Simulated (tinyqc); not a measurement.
Optical transitions of a finite quantum well: sweeps and comparisons. A value that a table varies takes the place of the one given here.

Each carrier sees a square well of width L with its own depth V and masses m (inside), mb (outside); c = hbar^2/2m0, k = sqrt(m E/c), kappa = sqrt(mb (V - E)/c), and level n solves k L + 2 atan[(k/m)/(kappa/mb)] = n pi. The envelope is cos(kz) for odd n and sin(kz) for even n inside, joins exp(-kappa (|z| - L/2)) outside, and is normalised to 1. Excitons and band mixing are left out.

Constants: hbar^2/2m0 = 3.80998211 eV angstrom^2; e^2/(4 pi eps0) = 14.39964547 eV angstrom; hc = 1239.841984 eV nm.

Values chosen for the exercise (near those of a GaAs well in AlGaAs; not measured data):
- L = 118 angstrom (well width)
- Vc = 0.219 eV (conduction offset)
- me = 0.0657 m0 (electron, well)
- meb = 0.0894 m0 (electron, barrier)
- eps = 11.2 (background dielectric constant)
- Nss = (0.13, 0.33, 0.65, 1.3, 2, 2.6, 3.9) x 1e12/cm^2 (sheet densities)
- Eg = 1.549 eV (gap of the well)
- Vv = 0.119 eV (valence offset)
- mh = 0.363 m0 (heavy hole along z, well)
- mhb = 0.414 m0 (heavy hole, barrier)
- ml = 0.0888 m0 (light hole along z, well)
- mlb = 0.1139 m0 (light hole, barrier)
- Ls = (33, 46, 56, 68, 89, 113, 165) angstrom (widths)

## Depolarisation shift

The collective line lies at E12 sqrt(1 + a), a = 8 pi q (n1 - n2) S/(eps E12), q = e^2/(4 pi eps0), S = integral over z of (integral up to z of psi_1 psi_2)^2. Zero temperature with the mass me in both subbands: n1 - n2 = Ns until Ns reaches D E12, D = me/(2 pi c), and D E12 beyond. 1e12/cm^2 = 1e-4/angstrom^2; exchange and the static band bending by the charge are left out.

Line position:

| Ns (1e12/cm^2) | n1 - n2 | a | line (meV) | shift (meV) |
|---|---|---|---|---|
| 0.13 | 0.130 | 0.0534 | 70.92 | 1.82 |
| 0.33 | 0.330 | 0.1356 | 73.63 | 4.53 |
| 0.65 | 0.650 | 0.2670 | 77.78 | 8.68 |
| 1.3 | 1.300 | 0.5340 | 85.58 | 16.48 |
| 2.0 | 1.896 | 0.7790 | 92.16 | 23.06 |
| 2.6 | 1.896 | 0.7790 | 92.16 | 23.06 |
| 3.9 | 1.896 | 0.7790 | 92.16 | 23.06 |

S = 8.784 angstrom
E12 = 69.10 meV

How do the results move?

The upward shift grows from 1.82 to 23.06 meV, 33.4 % of E12 at most. It stops moving once e2 starts to fill, at Ns = 1.90 e12/cm^2. For small a the shift is a E12/2, linear in Ns; in the last row that rule gives 26.91 meV. S/L = 0.0744, against 5/(9 pi^2) = 0.0563 for hard walls.

## Width of the well

Edge wavelength hc/(Eg + e1 + hh1), squared e1-hh1 overlap, lh1 - hh1, and the 1-2 intersubband energy with f_12 = (m1/c) E12 z_12^2, 1/m1 = <1|1/m|1> (dash: e2 unbound).

Results:

| L (angstrom) | edge (nm) | overlap^2 | lh1 - hh1 (meV) | E12 (meV) | f_12 |
|---|---|---|---|---|---|
| 33 | 732.3 | 0.9369 | 32.1 | - | - |
| 46 | 750.7 | 0.9560 | 27.8 | - | - |
| 56 | 760.4 | 0.9650 | 24.2 | 150.2 | 0.666 |
| 68 | 768.8 | 0.9725 | 20.4 | 134.8 | 0.953 |
| 89 | 778.3 | 0.9807 | 15.3 | 101.2 | 0.984 |
| 113 | 784.8 | 0.9862 | 11.4 | 73.5 | 0.977 |
| 165 | 791.8 | 0.9922 | 6.7 | 41.4 | 0.968 |

How do the results move?

The edge tunes from 732 to 792 nm, towards hc/Eg = 800 nm, while the overlap goes from 0.937 to 0.992. e2 binds at L = pi sqrt(c/(me Vc)) = 51.1 angstrom; f_12 starts from zero there and is 0.666 at 56 angstrom, the rest going to the continuum; among the widths listed it peaks at 0.984 (89 angstrom) and is 0.968 in the widest well, against 0.961 for hard walls.

## What each parameter does

Edge wavelength hc/(Eg + e1 + hh1), squared overlap of e1 and hh1, and the confinement energies. Each row changes one parameter from the base and keeps the others.

Results:

| case | edge (nm) | overlap^2 | e1 (meV) | hh1 (meV) |
|---|---|---|---|---|
| base | 785.8 | 0.9870 | 23.5 | 5.4 |
| L = 130 angstrom | 787.8 | 0.9887 | 20.2 | 4.6 |
| Eg = 1.58 eV | 770.6 | 0.9870 | 23.5 | 5.4 |
| Vc = 0.186 eV | 786.2 | 0.9821 | 22.5 | 5.4 |
| Vv = 0.095 eV | 785.9 | 0.9908 | 23.5 | 5.2 |
| me = 0.0723 m0 | 786.4 | 0.9901 | 22.3 | 5.4 |
| mh = 0.309 m0 | 785.4 | 0.9908 | 23.5 | 6.1 |
| meb = 0.1073 m0 | 786.2 | 0.9855 | 22.5 | 5.4 |

How do the results move?

The largest shifts from the base row, up to three for each result and ties (the steps differ in size, so this ranks the rows, not the parameters). edge (nm): Eg -15.1, L +2.0, me +0.6. overlap^2: Vc -0.0049, Vv +0.0038, mh +0.0037; unchanged at the printed digits by Eg. e1 (meV): L -3.2, me -1.2, Vc -1.0; unchanged at the printed digits by Eg, Vv and mh. hh1 (meV): L -0.8, mh +0.6, Vv -0.2; unchanged at the printed digits by Eg, Vc, me and meb.

tinyqc: `OMP_NUM_THREADS=1 python tinyqc.py 1281943 1281944 out.jsonl`; about 0.06 s, one thread, shared Intel(R) Xeon(R) Processor @ 2.30GHz.
